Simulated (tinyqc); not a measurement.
Relaxation at fixed composition: composition and strain of an epitaxial Si(1-x)Ge(x) layer from Raman and X-ray peaks. Computed by tinyqc, a small Python program. Command: `OMP_NUM_THREADS=1 python tinyqc.py 3007599 3007600 out.jsonl epiraman walk`. One thread of a shared host (Intel(R) Xeon(R) Processor @ 2.30GHz), about 0.01 s of CPU time with the checks.

A (001) layer, biaxially strained in the plane. The Raman peaks follow empirical lines omega = w0 + c1 x + c3 x^3 + b eps (c3 for Si-Ge alone), with eps the in-plane strain.

Inputs (values chosen for the exercise, modelled on silicon-germanium):
```
quantity                        value      unit
Ge fraction x                    0.57         -
lattice constant of Si          5.431  angstrom
lattice constant of Ge          5.658  angstrom
bowing B                        0.025  angstrom
2 C12/C11 of Si                 0.769         -
2 C12/C11 of Ge                  0.75         -
Si-Si: w0                       520.5      1/cm
Si-Si: c1                       -67.5      1/cm
Si-Si: strain coefficient b      -726      1/cm
Ge-Ge: w0                       280.1      1/cm
Ge-Ge: c1                        20.3      1/cm
Ge-Ge: strain coefficient b      -428      1/cm
X-ray wavelength             1.540598  angstrom
```

Substrate: silicon.

Method:
- Relaxed lattice constant a(x) = a_Si + (a_Ge - a_Si) x - B x (1 - x).
- In-plane constant a_par = a_sub + R (a(x) - a_sub); eps = a_par/a(x) - 1; eps_perp = -(2 C12/C11) eps with 2 C12/C11 linear in x; a_perp = a(x) (1 + eps_perp).
- (004) Bragg angle theta = arcsin(2 lambda/a), with a = a_perp for the layer and a_sub for the substrate; separation = layer less substrate. The apparent x is the one that a fully strained layer (R = 0) would need to give the same a_perp.

Signatures; columns: (1) R; (2) eps (per mille); (3) Si-Si (1/cm); (4) Ge-Ge (1/cm); (5) a_perp (angstrom); (6) (004) separation (arcsec); (7) apparent x if R = 0 is assumed:
```
(1)       (2)     (3)     (4)     (5)      (6)      (7)
0.00  -22.192  498.14  301.17  5.6477  -5404.7  0.57000
0.15  -18.864  495.72  299.74  5.6337  -5070.4  0.53509
0.30  -15.535  493.30  298.32  5.6197  -4734.1  0.49993
0.50  -11.096  490.08  296.42  5.6010  -4282.5  0.45267
0.70   -6.658  486.86  294.52  5.5823  -3827.3  0.40496
0.85   -3.329  484.44  293.10  5.5683  -3483.4  0.36886
1.00    0.000  482.02  291.67  5.5543  -3137.3  0.33250
```

Full relaxation moves the Si-Si peak by -16.11 per cm and shrinks the X-ray separation to 58 % of its strained value, about 1/(1 + 2 C12/C11). A symmetric reflection alone cannot part x from R: a relaxed layer read as strained gives x = 0.333 in place of 0.57. An asymmetric reflection or a second peak is needed.

Extremes, crossings and ranges named in words are read from the listed rows.
